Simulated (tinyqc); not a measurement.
Inside a calculation. Model: anisotropic elasticity and sound waves of a cubic crystal. Computed by tinyqc, a small Python program that keeps every step. Command: `OMP_NUM_THREADS=1 python tinyqc.py 3012910 3012911 out.jsonl cubicelastic walk`. One thread of a shared host (Intel(R) Xeon(R) Processor @ 2.30GHz), about 0.01 s of CPU time with the checks. Intermediate numbers are printed to about 5 digits and carried at full precision; extremes and crossings named in words are read from the listed rows.

Voigt order 1..6 = xx, yy, zz, yz, xz, xy, with engineering shear strains. The rotated frame has x' as named, z' along the wafer normal and y' = z' x x'.

Inputs (values chosen for the exercise, modelled on silicon): C11 = 168.5 GPa; C12 = 64.02 GPa; C44 = 80.39 GPa; density rho = 2.313 g/cm^3; expansion coefficient of the film = 2.7 ppm/K; expansion coefficient of the substrate = 4.2 ppm/K; cooling Delta T = 200 K.

Frame: (001) wafer, x' along [210].

wave normal (not normalised): [2, 2.5, 0.2]

## Compliances and anisotropy

S11 = (C11 + C12)/D, S12 = -C12/D, D = (C11 - C12)(C11 + 2 C12), S44 = 1/C44. Zener ratio A = 2 C44/(C11 - C12); S0 = S11 - S12 - S44/2; H = 2 C44 + C12 - C11.

S11 = 7.5049 1/TPa

S12 = -2.0663 1/TPa

S44 = 12.439 1/TPa

Zener ratio A = 1.5389

S0 = 3.3515 1/TPa

H = 56.3 GPa

## Stiffness in the rotated frame

direction cosines a (rows x', y', z' in the cube axes), rows x', y', z', columns x, y, z:
```
[[0.8944, 0.4472, 0.0000],
 [-0.4472, 0.8944, 0.0000],
 [0.0000, 0.0000, 1.0000]]
```

C'_ijkl = C12 delta_ij delta_kl + C44 (delta_ik delta_jl + delta_il delta_jk) - H sum_m a_im a_jm a_km a_lm.

C' (GPa), rows 1, 2, 3, 4, 5, 6:
```
[[186.516, 46.004, 64.020, 0.000, 0.000, 13.512],
 [46.004, 186.516, 64.020, 0.000, 0.000, -13.512],
 [64.020, 64.020, 168.500, 0.000, 0.000, 0.000],
 [0.000, 0.000, 0.000, 80.390, 0.000, 0.000],
 [0.000, 0.000, 0.000, 0.000, 80.390, 0.000],
 [13.512, -13.512, 0.000, 0.000, 0.000, 62.374]]
```

Normal stress couples to shear strain in this frame.

## Moduli along the axes of the frame

Invert C' to S'. E along x' = 1/S'11, along y' = 1/S'22; Poisson ratios nu(x'y') = -S'12/S'11 and nu(x'z') = -S'13/S'11; in-plane shear modulus 1/S'66.

E along x' = 155.46 GPa

E along y' = 155.46 GPa

nu(x'y') = 0.15451

nu(x'z') = 0.32124

in-plane shear modulus = 59.775 GPa

E is the same along x' and y'.

## Thermal stress in a film with this orientation

On cooling, a thick substrate imposes eps_1 = eps_2 = (alpha_film - alpha_substrate) Delta T and eps_6 = 0; the free surface sets sigma_3 = sigma_4 = sigma_5 = 0, which fixes eps_3, eps_4, eps_5. Biaxial modulus M = (sigma_1 + sigma_2)/(2 eps); energy density M eps^2. Elastic response and constant coefficients are assumed.

in-plane strain = -0.3 per mille

elastic strain along the normal = 0.22796 per mille

stress along x' = -55.162 MPa

stress along y' = -55.162 MPa

biaxial modulus M = 183.87 GPa

energy density = 0.016549 MJ/m^3

The film ends in compression.

## Sound waves along the wave normal

In the cube axes, with unit normal n: G_ij = (C12 + C44) n_i n_j + (C44 - H n_i^2) delta_ij, eigenvalues rho v^2, eigenvectors u (columns, largest component positive). Group velocity V_i = [(C12 + C44)(u.n) u_i + C44 n_i - H u_i^2 n_i]/(rho v); its angle to n has cosine v/|V|.

Christoffel matrix (GPa), rows x, y, z:
```
[[114.64, 70.17, 5.61],
 [70.17, 133.91, 7.02],
 [5.61, 7.02, 80.73]]
```

phase velocities (m/s): [4806.7, 5882.5, 9200.7]

polarisations, rows x, y, z, columns slow, fast, longitudinal:
```
[[0.75299, -0.06190, 0.65512],
 [-0.65788, -0.04923, 0.75151],
 [0.01427, 0.99687, 0.07779]]
```

group speeds (m/s): [4888.8, 5896.9, 9214.1]

angles between V and n (degree): [10.513, 4.008, 3.093]

Energy flows off the wave normal by up to 10.5 degrees, for the slow transverse wave.

## Polycrystal bounds against single-crystal directions

B = (C11 + 2 C12)/3; Voigt G = (C11 - C12 + 3 C44)/5; Reuss G = 5/(4 (S11 - S12) + 3 S44); Hill is their mean; E = 9BG/(3B + G), nu = (3B - 2G)/(6B + 2G). Along <hkl>, with g = 0, 1/4, 1/3: 1/E = S11 - 2 S0 g; for a film with that normal C33 = C11 + 2 H g and M = [6B - (3B - C33) - (3B - C33)^2/C33]/2.

bulk modulus B = 98.847 GPa

Averages:
```
average  G (GPa)  E (GPa)       nu
Voigt     69.130   168.18  0.21642
Reuss     66.135   162.23  0.22647
Hill      67.633   165.22  0.22143
```

Directions:
```
direction  E (GPa)  biaxial modulus M (GPa)
<100>       133.25                   183.87
<110>       171.55                   221.23
<111>       189.73                   231.41
```

The bounds on G differ by 4.5 %, while E varies by a factor 1.42 with direction; with A above 1 the stiffest axis is <111>. Under a fixed mismatch strain, grains with a <100> normal store the least energy.

Checks made by the program: E along x' against 1/E = S11 - 2 S0 (l^2 m^2 + m^2 n^2 + n^2 l^2) (relative difference below 1e-10); closed form of M against the matrix solution (relative difference below 1e-10).
